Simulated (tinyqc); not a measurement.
## Inductance and parasitic capacitance from two readings

Problem. A loss-free coil L in parallel with C shows the apparent inductance L/(1 - w^2 L C), w = 2 pi f. Find L, C and the self-resonance 1/(2 pi sqrt(L C)).

apparent inductance at 6.1 and 13 GHz (nH): 0.97127795  1.9635358

Solution. The inverse of the reading is 1/L - w^2 C, a straight line in w^2.

L = 0.8500 nH
C = 100.0 fF
self-resonance = 17.26 GHz

Program tinyqc, `OMP_NUM_THREADS=1 python tinyqc.py 2302066 2302067 out.jsonl`; Intel Xeon 2.30GHz, shared host, one thread, about 0.01 s.
